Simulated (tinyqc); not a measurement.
Bond unit of a tetrahedral oxide and its oxygen vacancy in tight binding, step by step. Values are carried at full precision from step to step, so a last printed digit may differ when a step is redone from the rounded ones.

Two sp3 hybrids h1, h2 at eh = (es + 3 ep)/4 point at one oxygen with orbitals s, px, py, pz; x joins the two cations, z bisects the angle phi, and th = (180 - phi)/2. With u = hbar^2/(m d^2) = 2c/d^2, c = hbar^2/2m0: Vhs = -(1.32 + sqrt3 x 1.42) u/2 and Vhp = (1.42 + sqrt3 x 2.22) u/2. <h|s> = Vhs for both; <h1|px> = Vhp cos(th), <h2|px> = -Vhp cos(th); <h|pz> = Vhp sin(th) for both; py is a lone pair. The unit holds 8 electrons. Coupling between units, which widens the levels into bands, is left out.

Constants: hbar^2/2m0 = 3.80998211 eV angstrom^2.

Values chosen for the exercise (near tabulated values for SiO2; the results hold for these values, not for the real material): es = -14.79 eV (s level of the cation); ep = -7.57 eV (p level of the cation); eos = -33.49 eV (s level of oxygen); eop = -16.86 eV (p level of oxygen); d = 1.61 angstrom (cation-oxygen distance); phi = 143 degrees (bond angle at oxygen); R = 3.07 angstrom (cation-cation distance across the vacancy).

## Level and couplings

Form eh, u, Vhs, Vhp and th.

eh (hybrid level) = -9.3750 eV
u = 2.9397 eV

Vhs, Vhp (eV): -5.5553  7.7390

th = 18.5 degrees

## The matrix

Fill it in.

H (eV), lower triangle:
```
,h1,h2,s,px,py,pz
h1,-9.3750
h2,0,-9.3750
s,-5.5553,-5.5553,-33.4900
px,7.3390,-7.3390,0,-16.8600
py,0,0,0,0,-16.8600
pz,2.4556,2.4556,0,0,0,-16.8600
```

## Levels, weights and charge

Diagonalise; the four lowest levels are filled. The excess of electrons on oxygen is twice the oxygen weight of the filled levels less 6.

levels (eV): -35.8762  -24.1506  -17.8326  -16.8600  -6.0162  -2.0844

weights:
```
,level 1,level 2,level 3,level 4,level 5,level 6
h1,0.042,0.165,0.036,0.000,0.422,0.335
h2,0.042,0.165,0.036,0.000,0.422,0.335
s,0.913,0.000,0.018,0.000,0.069,0.000
px,0.000,0.670,0.000,0.000,0.000,0.330
py,0.000,0.000,0.000,1.000,0.000,0.000
pz,0.003,0.000,0.911,0.000,0.087,0.000
```

highest filled to lowest empty = 10.8438 eV
excess electrons on oxygen = 1.028

The highest filled level is the py orbital of oxygen (100 %) and the lowest empty one is 84 % cation hybrid, even under exchange of the two cations. The spacing is that of an isolated unit and exceeds the gap of the solid.

## The odd block in closed form

The combination (h1 - h2)/sqrt2 couples to px alone, with W2 = sqrt2 Vhp cos(th); W3 = (eh - eop)/2; levels (eh + eop)/2 -/+ sqrt(W2^2 + W3^2); polarity W3/sqrt(W2^2 + W3^2).

W2, W3 (eV): 10.3790  3.7425

levels of the odd block (eV): -24.1506  -2.0844

polarity = 0.3392

## The neutral oxygen vacancy

Without the oxygen the two hybrids face each other at distance R and couple by -V2, V2 = 3.22 x 2c/R^2, c = hbar^2/2m0: a bond at eh - V2 with two electrons and an antibond at eh + V2. Levels are measured from eop, the lone-pair level that stands for the top of the valence band.

Form V2 and the two levels above eop. R is a chosen distance; in real silica the neutral vacancy relaxes to about 2.5 angstrom.

V2 = 2.6033 eV

levels above eop (eV): bond 4.8817, lone hybrid 7.4850, antibond 10.0883

bond-antibond splitting = 5.2067 eV

The filled bond lies 4.88 eV above the lone pairs, so it can trap a hole; the antibond lies below the lowest empty level of the intact unit (10.84 eV). A lone hybrid, as in a dangling bond, sits at 7.48 eV.

## Checks

- Levels of the odd block against the full matrix: they agree to 1e-10 or better.

Run: tinyqc, `OMP_NUM_THREADS=1 python tinyqc.py 1452861 1452862 out.jsonl`; Intel(R) Xeon(R) Processor @ 2.30GHz, one thread, shared host; about 0.01 s of CPU time with all checks.
